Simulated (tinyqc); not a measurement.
From results back to parameters: donor-acceptor pair recombination. Two cases, with inputs chosen for the exercise.

Problem. The lines of two shells were computed from hidden eps and ED + EA.

h nu = Eg - ED - EA + q/(eps R), q = e^2/(4 pi eps0); shell j lies at R = a_lat sqrt(j/2) for the same sublattice and a_lat sqrt(j/2 - 5/16) for opposite ones (on the same sublattice shells 14, 30, 46, 56, 62, ... are empty, where 2j has the form 4^a (8b + 7)); rate W = W0 exp(-2R/aD) with the donor radius aD = q/(2 eps ED). Polarisation and overlap terms, which matter for close pairs, are left out.

Constants: e^2/(4 pi eps0) = 14.39964547 eV angstrom.

Find: R; eps; ED + EA.

Method. h nu against 1/R is a line of slope q/eps and intercept Eg - ED - EA.

Case 1.

Values chosen (near those of impurities in 3C SiC; the results hold for these values, not for the real material): a_lat = 4.36 angstrom (lattice constant); Eg = 2.385 eV (gap); kind = same (sublattices of donor and acceptor); j12 = (111, 113) (two shells).

h nu (eV): 2.143603  2.143197

Solution.

R (angstrom): 32.48  32.77

eps = 9.7
ED + EA = 287 meV

Case 2.

Values chosen (near those of impurities in cubic GaN; the results hold for these values, not for the real material): a_lat = 4.5 angstrom (lattice constant); Eg = 3.309 eV (gap); kind = same (sublattices of donor and acceptor); j12 = (545, 2469) (two shells).

h nu (eV): 3.177722  3.166789

Solution.

R (angstrom): 74.28  158.11

eps = 9.4
ED + EA = 152 meV

Computed by tinyqc, one run a case: `OMP_NUM_THREADS=1 python tinyqc.py N N+1 out.jsonl` with N = 1281229, 1281556; one thread of a shared Intel(R) Xeon(R) Processor @ 2.30GHz, about 0.04 s a run at most.
